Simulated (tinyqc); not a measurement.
From non-uniformity (max - min)/(max + min) back to source-to-wafer distance h: vacuum evaporation: vapour pressure, source flux, thickness distribution, purity and step coverage. Computed by tinyqc, a small Python program. Command: `OMP_NUM_THREADS=1 python tinyqc.py 3110044 3110045 out.jsonl evap inv`. One thread of a shared host (Intel(R) Xeon(R) Processor @ 2.30GHz), about 0.02 s of CPU time with the checks.

Molecular flow, unit sticking of the metal, no re-evaporation. The background gas is taken as water vapour (18.015 g/mol, collision diameter 0.37 nm) at 300 K.

Inputs (values chosen for the exercise, modelled on nickel, with constants for the liquid):

| quantity | value | unit |
|---|---|---|
| molar mass M | 58.69 | g/mol |
| film density rho | 8.9 | g/cm^3 |
| vapour-pressure constant A | 11.66 | - |
| vapour-pressure constant B | 20770 | K |
| source temperature T | 1790 | K |
| source area | 0.78 | cm^2 |
| directionality n | 2 | - |
| wafer radius R | 7.5 | cm |

Constants: u = 1.6605390666e-27 kg; k_B = 1.380649e-23 J/K; R = 8.314462618 J/(mol K).

Method:
- log10(p_v/Pa) = A - B/T; flux from the surface Phi = p_v/sqrt(2 pi m k_B T), m = M u.
- Mass loss = Phi x area x m; heat of evaporation = ln(10) R B; d ln Phi/dT = ln(10) B/T^2 - 1/(2 T).
- A small source emits (n + 1) Phi area cos^n(phi)/(2 pi) per solid angle; on a parallel plane at height h and lateral distance l the arrival rate is (n + 1) Phi area/(2 pi h^2) x (1 + (l/h)^2)^(-(n + 3)/2). Growth rate = arrival rate x m/rho, m = M u. The wafer is fixed and centred above the source.

Question. A run gave the result below. Find the source-to-wafer distance h, known to lie between 47 and 67 cm.

non-uniformity (max - min)/(max + min) = 2.595736 %

Answer.

Each step takes the trial c = (a f_b - b f_a)/(f_b - f_a), f being the result less the target and a, b, c the logarithms of the listed values; c replaces end b, the old b replaces a if the sign of f changed, and otherwise f_a is halved.

Scan of the range:

| source-to-wafer distance h (cm) | non-uniformity (max - min)/(max + min) (%) |
|---|---|
| 47.0 | 3.14212 |
| 49.9 | 2.79164 |
| 52.9 | 2.48716 |
| 56.1 | 2.21403 |
| 59.5 | 1.97022 |
| 63.2 | 1.74789 |
| 67.0 | 1.55647 |

False position (Illinois rule, in the logarithm of the input) inside the bracket:

| step | end a | end b | trial | non-uniformity (max - min)/(max + min) (%) |
|---|---|---|---|---|
| 1 | 49.9000 | 52.9000 | 51.8100 | 2.59177 |
| 2 | 49.9000 | 51.8100 | 51.7344 | 2.59928 |
| 3 | 51.8100 | 51.7344 | 51.7700 | 2.59573 |
| 4 | 51.7344 | 51.7700 | 51.7700 | 2.59574 |

Non-uniformity (max - min)/(max + min) falls at every point of a 13-point scan of the range (every second point is shown), so one value fits; it is bracketed by 49.9 and 52.9. Answer: source-to-wafer distance h = 51.77 cm.
